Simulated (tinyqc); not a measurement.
Formation energy of a charged point defect from supercell energies. Inputs raised by 10 %, one at a time. Computed by tinyqc, a small Python program. Command: `OMP_NUM_THREADS=1 python tinyqc.py 3006622 3006623 out.jsonl formation sens`. One thread of a shared host (Intel(R) Xeon(R) Processor @ 2.30GHz), about 0.01 s of CPU time with the checks.

The host is a compound AB. Making the defect adds n_A = 0, n_B = -1 atoms to the cell. All total energies are inputs. E_F is counted from the valence-band maximum (VBM); x = 0 is A-rich and x = 1 B-rich growth.

Inputs (values chosen for the exercise, with gap and screening modelled on ZnO):
```
quantity                       value      unit
gap E_g                         3.43        eV
E_VBM of the host cell         3.962        eV
potential alignment dV        -0.056        eV
dielectric constant eps         8.02         -
cell length L                   15.8  angstrom
mu_B of the pure element      -7.804        eV
formation enthalpy dH of AB     -2.7        eV
growth condition x              0.67         -
Fermi level E_F                 1.03        eV
temperature T                   1400         K
site density N_s             2.2e+22     cm^-3
```

Defect: vacancy of B. Supercell lattice: sc.

charge states q: 2  1  0  -1  -2

E(defect, q) - E(host), in the order of q (eV): 2.154  6.845  11.356  15.563  21.331

Constants: e^2/(4 pi eps_0) = 14.39964548 eV angstrom; k_B = 8.617333262e-05 eV/K.

Method:
- dmu_A = x dH and dmu_B = (1 - x) dH, so that dmu_A + dmu_B = dH; mu = mu(element) + dmu.
- The reservoir term is sum n_i mu_i.
- Image-charge correction of a point charge in a neutralising background: E_corr = q^2 alpha e^2/(4 pi eps_0) / (2 eps L), alpha = 2.837297 for a sc array with L the cube root of the volume.
- E_f(q, E_F) = [E(defect, q) - E(host)] - sum n_i mu_i + q (E_VBM + dV + E_F) + E_corr(q).
- eps(q/q-1) = E_f(q - 1, 0) - E_f(q, 0).
- E_f(q, E_F) = E_f(q, 0) + q E_F.
- c_q = N_s exp(-E_f(q, E_F)/k_B T), with all degeneracy factors one and no vibrational entropy.

Runs:
```
input moved                         from       to  level (+2/+1) (eV)  level (-1/-2) (eV)  lowest formation energy (eV)  total concentration (cm^-3)
base run                               -        -              0.3014               2.346                         2.093                    6.474e+14
dielectric constant eps             8.02    8.822              0.3453               2.302                         2.079                    7.302e+14
cell length L (angstrom)            15.8    17.38              0.3453               2.302                         2.079                    7.302e+14
growth condition x                  0.67    0.737              0.3014               2.346                         2.274                    1.445e+14
Fermi level E_F (eV)                1.03    1.133              0.3014               2.346                         1.990                    1.512e+15
temperature T (K)                   1400     1540              0.3014               2.346                         2.093                    3.150e+15
formation enthalpy dH of AB (eV)    -2.7    -2.97              0.3014               2.346                         2.004                    1.355e+15
potential alignment dV (eV)       -0.056  -0.0616              0.3070               2.351                         2.099                    6.183e+14
```

Exponents ln(y'/y) / ln(x'/x):
```
input                        level (+2/+1)  level (-1/-2)  lowest formation energy  total concentration
dielectric constant eps              1.429         -0.199                   -0.074                1.264
cell length L                        1.429         -0.199                   -0.074                1.264
growth condition x                   0.000          0.000                    0.870              -15.733
Fermi level E_F                      0.000          0.000                   -0.529                8.903
temperature T                        0.000          0.000                    0.000               16.601
formation enthalpy dH of AB          0.000          0.000                   -0.456                7.749
potential alignment dV               0.193          0.025                    0.028               -0.482
```

Which inputs matter most for each result?

Among the inputs moved here: level (+2/+1) answers most in size to dielectric constant eps (exponent +1.429), and about equally to cell length L (+1.429); its exponent is below 0.0005 for growth condition x, Fermi level E_F, temperature T, formation enthalpy dH of AB. level (-1/-2) answers most in size to dielectric constant eps (exponent -0.199), and about equally to cell length L (-0.199); its exponent is below 0.0005 for growth condition x, Fermi level E_F, temperature T, formation enthalpy dH of AB. lowest formation energy answers most in size to growth condition x (exponent +0.870), next to Fermi level E_F (-0.529); its exponent is below 0.0005 for temperature T. total concentration answers most in size to temperature T (exponent +16.601), next to growth condition x (-15.733).

Caution (rows dielectric constant eps, cell length L): the one-electron levels are out of order (negative U): at least one middle charge state is skipped, and the transition past it moves two or more electrons at once.

Extremes, crossings and ranges named in words are read from the listed rows.
